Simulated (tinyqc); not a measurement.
On-chip interconnect, size-dependent resistivity and RC delay: two steps of the calculation.

A rectangular line between two neighbours and two ground planes. Surface and grain-boundary scattering are added to the bulk resistivity as corrections; capacitances are parallel-plate values without fringing; inductance is ignored.

Inputs (values chosen for the exercise); metal values close to those of copper: bulk resistivity rho0 = 1.68 uohm cm; bulk mean free path lam = 40.9 nm; specular share of surface scattering ps = 0; reflection coefficient of grain boundaries Rg = 0.39; grain size over the metal width gr = 1; drawn line width wd = 75 nm; aspect ratio, height over width AR = 2; liner on both walls and the bottom, not conducting tl = 2.2 nm; space to the neighbouring lines sp = 110 nm; dielectric height to the planes above and below hd = 130 nm; relative permittivity of the dielectric ek = 2.7; Miller factor of the neighbours Mf = 1; driver resistance Rd = 2400 ohm; time step dt = 4.1 ps.

Constants: eps0 = 8.8541878128e-12 F/m. Results are converted to the units shown.

Question 1. Resistivity, resistance and capacitance per length. Metal width x = wd - 2 tl, height y = AR wd - tl; grain boundaries (Mayadas-Shatzkes): al = (lam/(gr x)) Rg/(1 - Rg), g = 1/[1 - 3 al/2 + 3 al^2 - 3 al^3 ln(1 + 1/al)] - 1; surfaces (Fuchs-Sondheimer, thick limit): s = (3/8) lam (1 - ps)(1/x + 1/y); rho = rho0 (1 + g + s); r = rho/(x y); c = eps0 ek (2 wd/hd + 2 Mf AR wd/sp).

Give: x; y; al; g; s; rho; r; c.

Answer 1.

x = 70.60 nm
y = 147.8 nm
al = 0.3704
g = 0.5231
s = 0.3210
rho = 3.098 uohm cm
r = 2.969 ohm/um
c = 0.09278 fF/um

Question 2. Node voltages after a time step. A 1 V step is applied behind Rd at t = 0. C dv/dt = -G v + b, with G the conductance matrix of the ladder (1/Rs between neighbours, 1/Rd added at node 0) and b = (1 V/Rd, 0, ...). Trapezoidal step: (C/dt + G/2) v(new) = (C/dt - G/2) v + b.

Rs = 30.115026 ohm

```
node,C (fF),v at t = 1 dt (V)
0,0.47054347,0.27079122
1,0.94108694,0.25096505
2,0.94108694,0.23460842
3,0.94108694,0.22149522
4,0.94108694,0.21144414
5,0.94108694,0.20431623
6,0.94108694,0.20001296
7,0.52754347,0.19847483
```

Give: v at t = 2 dt.

Answer 2.

```
node,v at t = 2 dt (V)
0,0.3881
1,0.3919
2,0.3942
3,0.3955
4,0.3961
5,0.3963
6,0.3964
7,0.3964
```

Computed by the program tinyqc: `OMP_NUM_THREADS=1 python tinyqc.py 2100125 2100126 out.jsonl`, one thread of a shared Intel Xeon 2.30GHz, about 0.01 s for the whole run.
